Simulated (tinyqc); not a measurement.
Inside a calculation: buckled dimers of a reconstructed (001) surface, two dangling bonds a dimer. Values are carried at full precision from step to step, so a last printed digit may differ when a step is redone from the rounded ones.

In a dimer one atom moves up by z and the other down by z; the dangling bond of the up atom (more s-like) falls by gm z and that of the down atom rises by gm z. With all dimers tilted alike: H(k) = [[-gm z - 2 ta cos k, -tp - 2 tx cos k], [., gm z - 2 ta cos k]], k along the row in 1/a. Two electrons a dimer fill the lowest N of the 2N levels on the mesh k_j = (j + 1/2) pi/N. Total energy a dimer: W(z) = (2/N) sum of the filled levels + kf z^2. Repulsion between electrons is left out.

Constants: kB = 8.617333262e-05 eV/K.

Inputs chosen for the exercise (of the size met on Si(001); shifted at random, so the results belong to these values and not to a real crystal):
```
symbol  value  unit           meaning
tp      0.18   eV             pi coupling inside a dimer
ta      0.22   eV             coupling between like atoms along the row
tx      0.03   eV             diagonal coupling along the row
gm      2.12   eV/angstrom    shift of a dangling bond with height
z       0.15   angstrom       a trial buckling
k       0.44   pi/a           wave vector along the row
kf      8.1    eV/angstrom^2  force constant of buckling
N       12                    k points
```

## One k point at the trial buckling

Form H, its levels and the weight of the lower one on the up atom, (1 + gm z/sqrt((gm z)^2 + h^2))/2 with h the off-diagonal element; k is given in pi/a.

H (eV), rows up, down and columns alike:
```
[[-0.4004, -0.1912],
 [-0.1912, 0.2356]]
```

levels (eV): [-0.4535, 0.2886]

weight on the up atom = 0.9285

## The bands on the mesh

Both levels at each k_j for the trial z, and W(z).

Levels (eV):
```
j   k (pi/a)    lower    upper
0     0.0417  -0.8343  -0.0381
1     0.1250  -0.8022  -0.0108
2     0.2083  -0.7401   0.0420
3     0.2917  -0.6526   0.1169
4     0.3750  -0.5456   0.2089
5     0.4583  -0.4268   0.3119
6     0.5417  -0.3042   0.4190
7     0.6250  -0.1863   0.5230
8     0.7083  -0.0810   0.6167
9     0.7917   0.0046   0.6935
10    0.8750   0.0650   0.7480
11    0.9583   0.0962   0.7763
```

band energy = -0.7696 eV
elastic energy = 0.1822 eV
W = -0.5873 eV

The bands overlap on this mesh, so some upper levels are filled.

## An isolated dimer

For ta = tx = 0, W = -2 sqrt(tp^2 + (gm z)^2) + kf z^2. It buckles if gm^2/kf > tp; then sqrt(tp^2 + (gm z)^2) = gm^2/kf, the gap is twice that, and the gain is (gm^2/kf - tp)^2 kf/gm^2.

gm^2/kf = 0.5549 eV
buckling z = 0.2476 angstrom
gap = 1.1097 eV
gain = 0.2533 eV

The pi bond is too weak to resist: the dimer tilts and charge moves to the up atom.

## The row at its minimum

Minimise W over z from 0 to 1 angstrom. Gap: lowest upper level less highest lower level on 201 points from 0 to pi (negative: overlap). Charge moved to the up atom: the mean of gm z/sqrt((gm z)^2 + h^2) over the mesh, valid for a full lower band.

z = 0.2470 angstrom
gain over flat dimers = 0.0096 eV

gap (eV): flat -0.5200, at the minimum 0.2333

charge moved = 0.944 e

Buckling turns overlapping bands into a gap, as one-electron models find for Si(001). Per dimer, the gain is also the barrier for flipping the whole row together in this picture, 0.4 kT at 300 K.

## Checks

- Buckling of an isolated dimer from the formula against numerical minimisation: both 0.2476.

Program tinyqc; command `OMP_NUM_THREADS=1 python tinyqc.py 1451031 1451032 out.jsonl`; about 0.02 s on one thread of a shared Intel(R) Xeon(R) Processor @ 2.30GHz.
